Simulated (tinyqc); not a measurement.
Stacked nanosheet transistor, parasitic resistance, capacitance and delay: course of the iteration: sheet currents at Vgs = Vdd, Vds = Vdd/2.

Ns sheets share one contact on top; each has perimeter p = 2 (Ws + ts) and cross-section A = Ws ts; contact width Wc = Ws + 10 nm, stack height Hs = Ns pv. Sheet 1 is the top one. Contact length Lc = CPP - Lg - 2 Lsp, shared by two neighbouring gates. Source and drain sides are equal. The formulas are first-order estimates, not field solutions.

One sheet: I = p Q vx u/(1 + |u|^1.8)^(1/1.8), Q = Cinv n Vt ln(1 + exp((Vg' - VT + dl Vd')/(n Vt))), u = Vd' mu/(vx Lg), Vg' = Vgs - v, Vd' = Vds - 2 v, with the drop on each side v_j = Rc sum I + rv (sum over levels k = 2..j of the current of sheets k..Ns) + Rx I_j. I(new) = I + 0.5 (I(out) - I).

Stop when the largest change of I is below 1e-6 uA, or after 80 iterations.

Parameters, values chosen for the exercise; values close to those of silicon logic devices:
```
symbol  value        unit                                   meaning
T         300           K                               temperature
Ws         20          nm                               sheet width
ts          5          nm                           sheet thickness
rv        242         ohm  vertical resistance between sheet levels
Lg         16          nm                               gate length
Cinv      2.3     uF/cm^2                     inversion capacitance
vx      9.3e6        cm/s                        injection velocity
mu        150  cm^2/(V s)                         apparent mobility
VT       0.28           V           threshold at zero drain voltage
dl      0.078         V/V                          barrier lowering
n        1.15                                   subthreshold factor
Vdd      0.65           V                            supply voltage
```

Constants: q = 1.602176634e-19 C, kB = 1.380649e-23 J/K, Vt = kB T/q. Results are converted to the units shown.

I at the start (uA): sheet 1 0, sheet 2 0, sheet 3 0
Rc = 735.176 ohm
Rx = 980 ohm

Course of the iteration:
```
iteration,total I (uA),largest |change| of one entry (uA)
1,59.6095,19.9
2,72.5423,5.04
3,74.5170,1.20
4,74.8040,0.344
5,74.8596,0.118
6,74.8748,0.0436
7,74.8800,0.0165
8,74.8818,6.28e-3
9,74.8825,2.40e-3
10,74.8828,9.15e-4
11,74.8829,3.50e-4
12,74.8830,1.34e-4
13,74.8830,5.11e-5
14,74.8830,1.96e-5
15,74.8830,7.49e-6
16,74.8830,2.87e-6
17,74.8830,1.10e-6
18,74.8830,4.21e-7
```

Did this iteration meet its convergence test, and what does its course show?

Yes. Converged in 18 iterations. At the end each change is about 0.38 times the one before: linear convergence. The bottom sheet carries 88.6 % of the current of the top one.

Computed by the program tinyqc: `OMP_NUM_THREADS=1 python tinyqc.py 2170041 2170042 out.jsonl`, one thread of a shared Intel Xeon 2.30GHz, about 0.08 s for the whole run.
